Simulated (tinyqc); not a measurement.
Carrier lifetime from Shockley-Read-Hall, radiative, Auger and surface recombination: one step, computed by the program tinyqc. Command: `OMP_NUM_THREADS=1 python tinyqc.py 3023670 3023671 out.jsonl lifetime walk`. One thread of a shared host (Intel(R) Xeon(R) Processor @ 2.30GHz), about 0.03 s of CPU time with the checks.

Energies are counted from the top of the valence band. Boltzmann statistics, full ionisation, and equal excess densities of electrons and holes.

Question. Lifetimes at the given injection. With n = n_0 + dn, p = p_0 + dn and U/dn = 1/tau: (n p - n_i^2)/dn = n_0 + p_0 + dn = s; 1/tau_SRH = s/[tau_p0 (n + n1) + tau_n0 (p + p1)]; 1/tau_rad = B s; 1/tau_Aug = (C_n n + C_p p) s; the rates add, with 1/tau_s. Radiative efficiency = tau_eff/tau_rad; effective diffusion length = sqrt(D tau_eff).

Inputs (values chosen for the exercise, with bands modelled on GaP):

| quantity | value | unit |
|---|---|---|
| temperature T | 350 | K |
| doping N | 8.5e+15 | cm^-3 |
| radiative coefficient B | 4.7e-15 | cm^3/s |
| Auger coefficient C_n | 2.1e-30 | cm^6/s |
| Auger coefficient C_p | 7.6e-32 | cm^6/s |
| excess density dn | 4.2e+15 | cm^-3 |
| diffusion coefficient D | 32 | cm^2/s |

Doping: n-type. Surface term: two equal surfaces.

n_0 = 8.50e+15 cm^-3

p_0 = 3.713000e-11 cm^-3

tau_p0 = 1.677664e-07 s

n1 = 138158.8 cm^-3

tau_n0 = 5.782193e-09 s

p1 = 2.284364 cm^-3

tau_s = 9.631666e-04 s

Give: tau_SRH at dn; tau_rad at dn; tau_Aug at dn; effective lifetime at dn; radiative efficiency at dn; effective diffusion length at dn.

Answer.

tau_SRH at dn = 1.6968e-07 s

tau_rad at dn = 0.016753 s

tau_Aug at dn = 0.0029175 s

effective lifetime at dn = 1.6964e-07 s

radiative efficiency at dn = 1.0126e-05

effective diffusion length at dn = 23.299 micrometre

Caution: beyond low injection D should be the ambipolar coefficient.
